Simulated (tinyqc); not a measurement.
Length offset and series resistance from crossing lines.

Problem. R_total = Rs + k (L - dL)/Vo with constant Rs, dL and k. Find k, dL and Rs.

R_total at (L, Vo) = (90, 0.43), (270, 0.43), (90, 0.98) and (270, 0.98), L in nm and Vo in V (ohm um): [303.16279, 763.62791, 200.36735, 402.40816]

Solution. At each overdrive R is a straight line in L with slope k/Vo; the two lines cross at L = dL, R = Rs.

k = 1.10 ohm um V/nm
dL = 18.4 nm
Rs = 120 ohm um

Computed by the program tinyqc: `OMP_NUM_THREADS=1 python tinyqc.py 2282024 2282025 out.jsonl`, one thread of a shared Intel Xeon 2.30GHz, about 0.03 s for the whole run.
